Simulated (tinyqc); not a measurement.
What moves the results: tunnelling through a thin dielectric with one trap, as a tight-binding chain. A value that a table varies takes the place of the one given here.

Hopping -t everywhere, t = c/(m a^2), c = hbar^2/2m0; lead sites at 2t (band bottom 0), barrier sites 1 to N at 2t + phi, and site j has U besides. No voltage. Leads give S = -t exp(ika) on sites 1 and N, cos(ka) = 1 - E/(2t). T = (2 t sin(ka))^2 |G_1N|^2, G = (E - H - S)^-1. In the barrier cosh(q a) = 1 + (phi - E)/(2t).

Resonance: the lowest eigenvalue of H + S(E), iterated until its real part equals E (40 rounds from Eb = phi + 2t - sqrt(4t^2 + U^2), the level in an endless barrier). With v the normalised squared amplitudes of that state, Gamma_L = 2 t sin(ka) v_1, Gamma_R = 2 t sin(ka) v_N; Breit-Wigner T = Gamma_L Gamma_R/((E - Er)^2 + (Gamma_L + Gamma_R)^2/4).

Constants: hbar^2/2m0 = 3.80998211 eV angstrom^2.

Values chosen for the exercise (barrier and mass of the size used for HfO2 on silicon; the results hold for these values, not for the real material):
- a = 2.5 angstrom (site spacing)
- m = 0.22 m0 (mass, the same in leads and barrier)
- phi = 1.69 eV (conduction edge of the barrier above that of the leads)
- N = 11 (barrier sites)
- j = 8 (site of the trap)
- U = -3.72 eV (extra energy on the trap site)
- E = 0.33 eV (electron energy)

## Transmission around the level

Er = 0.54902 eV

widths (meV): left 0.30897, right 47.805

Energies Er + x (Gamma_L + Gamma_R).

T:

| x | E (eV) | chain | Breit-Wigner | no trap |
|---|---|---|---|---|
| -8.0 | 0.1641 | 8.32e-06 | 9.93e-05 | 1.82e-07 |
| -3.0 | 0.4047 | 0.000319 | 0.000690 | 1.28e-06 |
| -1.0 | 0.5009 | 0.00408 | 0.00510 | 2.48e-06 |
| -0.5 | 0.5250 | 0.0115 | 0.0128 | 2.92e-06 |
| 0.0 | 0.5490 | 0.0255 | 0.0255 | 3.43e-06 |
| 0.5 | 0.5731 | 0.0147 | 0.0128 | 4.02e-06 |
| 1.0 | 0.5971 | 0.00680 | 0.00510 | 4.72e-06 |
| 3.0 | 0.6934 | 0.00155 | 0.000690 | 8.90e-06 |
| 8.0 | 0.9339 | 0.000782 | 9.93e-05 | 4.49e-05 |

At Er the chain gives 0.0255, 7.43e+03 times the value without trap, and Breit-Wigner 0.0255. In the wings the single pole gives 11.9 times the chain value at x = -8 and 0.127 times at x = 8, because the widths and the level shift change with energy.

## Where a trap does most harm

The trap is moved through the barrier. The area under the resonance, 2 pi Gamma_L Gamma_R/(Gamma_L + Gamma_R), sets the current through it.

Against position:

| j | Er (eV) | Gamma_L (meV) | Gamma_R (meV) | peak | area (meV) |
|---|---|---|---|---|---|
| 3 | 0.5214 | 161 | 0.0781 | 0.00194 | 0.491 |
| 4 | 0.5490 | 47.8 | 0.309 | 0.0255 | 1.93 |
| 5 | 0.5550 | 13.8 | 1.11 | 0.277 | 6.46 |
| 6 | 0.5561 | 3.93 | 3.93 | 1.00 | 12.3 |
| 7 | 0.5550 | 1.11 | 13.8 | 0.277 | 6.46 |
| 8 | 0.5490 | 0.309 | 47.8 | 0.0255 | 1.93 |
| 9 | 0.5214 | 0.0781 | 161 | 0.00194 | 0.491 |

The area is largest at j = 6 (12.3 meV) and 25.1 times smaller at j = 3: the slower of the two steps limits the current, so traps in the middle carry most. Each site towards a lead multiplies its width by about 3.51, close to exp(2 q a) = 3.52 at Eb.

## Direct against trap-assisted paths

N odd, the trap in the middle, j = (N + 1)/2. Direct T is that without trap at the energy Er; area = 2 pi Gamma_L Gamma_R/(Gamma_L + Gamma_R). The exponents are the slopes of the logarithms between the last two rows, per angstrom.

Against thickness:

| N | N a (angstrom) | Er (eV) | direct T | area (meV) |
|---|---|---|---|---|
| 5 | 12.5 | 0.4697 | 0.00502 | 468 |
| 7 | 17.5 | 0.5391 | 0.000511 | 147 |
| 9 | 22.5 | 0.5528 | 4.37e-05 | 43.0 |
| 11 | 27.5 | 0.5561 | 3.59e-06 | 12.3 |
| 13 | 32.5 | 0.5569 | 2.92e-07 | 3.52 |
| 15 | 37.5 | 0.5571 | 2.36e-08 | 1.00 |
| 17 | 42.5 | 0.5572 | 1.91e-09 | 0.285 |

exponents (1/angstrom): direct 0.5031, through the trap 0.2515

The direct path falls as exp(-0.503 d) and the path through a central trap as exp(-0.252 d), 2.00 times more slowly, since each step crosses half the layer. From 5 to 17 sites the first loses 6.4 decades and the second 3.2: in thicker layers even few traps rule the leakage. Inelastic capture with phonons is left out.

## What each parameter does

Resonance and log10 T at E. Each row changes one parameter from the base and keeps the others.

Results:

| case | Er (eV) | Gamma_L (meV) | Gamma_R (meV) | log10 T |
|---|---|---|---|---|
| base | 0.5490 | 0.3090 | 47.81 | -4.052 |
| m = 0.202 m0 | 0.6275 | 0.5985 | 63.97 | -4.058 |
| phi = 1.79 eV | 0.6511 | 0.3191 | 49.24 | -4.579 |
| N = 12 | 0.5551 | 0.3159 | 13.78 | -4.675 |
| j = 7 | 0.5550 | 1.112 | 13.77 | -4.078 |
| U = -3.608 eV | 0.6122 | 0.3884 | 52.44 | -4.278 |

The largest shifts from the base row, up to three for each result and ties (the steps differ in size, so this ranks the rows, not the parameters). Er (eV): phi +0.1021, m +0.0785, U +0.0631. Gamma_L (meV): j +0.803, m +0.289, U +0.0795. Gamma_R (meV): j -34.0, N -34.0, m +16.2. log10 T: N -0.624, phi -0.528, U -0.226.

Computed by tinyqc, a small Python program: `OMP_NUM_THREADS=1 python tinyqc.py 1450427 1450428 out.jsonl` (the numbers bound the seed that draws the inputs); one thread of a shared host (Intel(R) Xeon(R) Processor @ 2.30GHz), about 0.1 s for the whole set of steps.
